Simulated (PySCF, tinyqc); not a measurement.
Worked calculation: CIS on RHF in the sto-6g basis, frozen core, for Be, spin multiplicity 1. The lowest restricted solution is unstable here: a spin-polarised one lies 0.0017 hartree lower (PySCF). One step of it, computed by the program tinyqc.

Task: CIS matrix, singlets. A(ia,jb) = (e_a - e_i) d_ij d_ab + 2 (ia|jb) - (ij|ab).

orbital energies (hartree): MO1 -4.541835, MO2 -0.252096, MO3 0.219697, MO4 0.219697, MO5 0.219697

Two-electron integrals over orbitals (pq|rs), unique and non-zero (hartree); the lowest 1 orbital is frozen and left out:
```
(22|22) 0.405613   (32|32) 0.086861   (33|22) 0.410497   (33|33) 0.450117
(42|42) 0.086861   (43|43) 0.024258   (44|22) 0.410497   (44|33) 0.401601
(44|44) 0.450117   (52|52) 0.086861   (53|53) 0.024258   (54|54) 0.024258
(55|22) 0.410497   (55|33) 0.401601   (55|44) 0.401601   (55|55) 0.450117
```

Give: CIS matrix A, singlet.

Result:

CIS matrix A, singlet (hartree), lower triangle:
```
       2>3    2>4    2>5
2>3  0.235
2>4  0.000  0.235
2>5  0.000  0.000  0.235
```
